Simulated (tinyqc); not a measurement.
Worked calculation: thin-film optics by transfer matrices. Values are carried at full precision from step to step, so a last printed digit may differ when a step is redone from the rounded ones.

Indices N = n + i k. Snell: N0 sin(theta) = N_j sin(theta_j), with Im(N_j cos theta_j) >= 0. Admittance y_j = N_j cos theta_j for s and N_j/cos theta_j for p. Phase delta_j = 2 pi N_j cos theta_j d_j/lambda. Layer matrix [[cos delta, -i sin delta/y], [-i y sin delta, cos delta]], multiplied from the top down to M. (B, C) = M (1, y_sub); r = (y0 B - C)/(y0 B + C), R = |r|^2, T = 4 Re y0 Re y_sub/|y0 B + C|^2, absorbed in the films 1 - R - T.

Values chosen for the exercise (indices near those of resist, SiO2 on Si; not measured data):
```
symbol  value                  unit     meaning
lam     365                    nm       vacuum wavelength
n0      1                               ambient index
n       (1.686, 1.453, 6.581)           n of resist, SiO2, substrate
k       (0.024, 0, 2.801)               k in the same order
d       (842, 19.3)            nm       thicknesses, top first
theta   30                     degrees  angle of incidence
pol     s                               polarisation
```

## Angles, admittances and phases

Form cos theta_j, y_j and delta_j.

cos theta_j: ambient 0.8660, film 1 0.9550+0.0013i, film 2 0.9389, substrate 0.9983+0.0018i

y_j: ambient 0.8660, film 1 1.6102+0.0251i, film 2 1.3643, substrate 6.5649+2.8079i

delta_j (rad): film 1 23.3384+0.3642i, film 2 0.4533

## Layer matrices and their product

Form each matrix and multiply from the top down.

matrix of film 1:
```
[[-0.2366+0.3631i, -0.0412+0.6469i],
 [-0.1591+1.6733i, -0.2366+0.3631i]]
```

matrix of film 2:
```
[[0.8990, -0.3210i],
 [-0.5974i, 0.8990]]
```

M:
```
[[0.1738+0.3510i, 0.0795+0.6575i],
 [0.0739+1.6457i, 0.3244+0.3775i]]
```

Each matrix has determinant 1, and so has M.

## Reflection and transmission

Close the stack on the substrate.

B, C: [-1.1502+4.8906i, 1.1439+5.0348i]

r = -0.0899+0.2294i
R = 0.0607
T into the substrate = 0.2646
absorbed in the films = 0.6747

The bare substrate would reflect 0.6396.

## Ellipsometric angles

Ellipsometry: rho = tan(Psi) exp(i Delta) = -conj(r_p/r_s) with the r of the admittance formula, Delta in 0 to 360 degrees, so that a bare dielectric at small angles gives Delta = 180.

Repeat the steps for both polarisations.

r_s = -0.0899+0.2294i
r_p = 0.0065+0.2198i
Psi = 41.74 degrees
Delta = 203.08 degrees

## Checks

- R against the recursion of Airy sums from the substrate up: both 0.060712.

Program tinyqc; command `OMP_NUM_THREADS=1 python tinyqc.py 1680019 1680020 out.jsonl`; about 0.01 s on one thread of a shared Intel(R) Xeon(R) Processor @ 2.30GHz.
